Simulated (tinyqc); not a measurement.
Hubbard ring of 6 sites, step by step. Computed by tinyqc, a small Python program that keeps every step. Settings: hopping = 0.92, U = 7.0, mixing = 0.2, iteration cap = 59. Command: `OMP_NUM_THREADS=1 python tinyqc.py 24097 24098 out.jsonl` (the two numbers bound the seeds that draw the settings). One thread of a shared host (Intel(R) Xeon(R) Processor @ 2.60GHz), about 0.2 s of CPU time with the checks.

one-body matrix (hopping and site energies) (eV), order 1, 2, 3, 4, 5, 6:
$$\begin{pmatrix}
0.000000 & -0.920000 & 0.000000 & 0.000000 & 0.000000 & -0.920000 \\
-0.920000 & 0.000000 & -0.920000 & 0.000000 & 0.000000 & 0.000000 \\
0.000000 & -0.920000 & 0.000000 & -0.920000 & 0.000000 & 0.000000 \\
0.000000 & 0.000000 & -0.920000 & 0.000000 & -0.920000 & 0.000000 \\
0.000000 & 0.000000 & 0.000000 & -0.920000 & 0.000000 & -0.920000 \\
-0.920000 & 0.000000 & 0.000000 & 0.000000 & -0.920000 & 0.000000
\end{pmatrix}$$

U = 7.000000 eV

electrons, up and down: [3, 3]

n(up) at the start (a guess, not normalised): 1 0.800000, 2 0.200000, 3 0.800000, 4 0.200000, 5 0.800000, 6 0.200000

n(down) at the start (a guess): 1 0.200000, 2 0.800000, 3 0.200000, 4 0.800000, 5 0.200000, 6 0.800000

Each step fills the lowest levels of T + U n(other spin) and sets n(new) = n + mixing (n(out) - n); stop when output and input agree to 1e-8.

Course of the cycle:
```
iteration       E (eV)  largest |n(out) - n(in)|  mean |n_up - n_down|
1          -1.19204071                  1.31e-01              0.861349
2          -1.27681495                  1.13e-01              0.877876
3          -1.33020422                  9.63e-02              0.890002
4          -1.36408690                  8.16e-02              0.899053
5          -1.38578184                  6.87e-02              0.905916
6          -1.39979530                  5.76e-02              0.911193
7          -1.40892019                  4.81e-02              0.915298
8          -1.41490428                  4.01e-02              0.918525
9          -1.41885283                  3.34e-02              0.921081
10         -1.42147192                  2.77e-02              0.923122
11         -1.42321687                  2.30e-02              0.924760
...                ...                       ...                   ...
49         -1.42679029                  1.59e-05              0.931956
50         -1.42679029                  1.31e-05              0.931957
51         -1.42679029                  1.08e-05              0.931958
52         -1.42679029                  8.92e-06              0.931958
53         -1.42679029                  7.36e-06              0.931959
54         -1.42679029                  6.08e-06              0.931959
55         -1.42679029                  5.01e-06              0.931959
56         -1.42679029                  4.14e-06              0.931960
57         -1.42679029                  3.41e-06              0.931960
58         -1.42679029                  2.82e-06              0.931960
59         -1.42679029                  2.32e-06              0.931960
```

Can the last value be used, and what does the course show?

Not by the stop rule, although the second column moves by less than 1e-07 over the last three steps. Not converged within 59 iterations: the residual falls steadily but slowly, by a factor of about 0.83 a step. The lowest mean-field energy found from random starts is -0.97713 eV. Reruns (cap 100 unless said): mixing 0.5: converged in 30 (E = -1.42679); mixing 0.9: converged in 12 (E = -1.42679); the original settings with a cap of 400: converged in 88 (E = -1.42679).
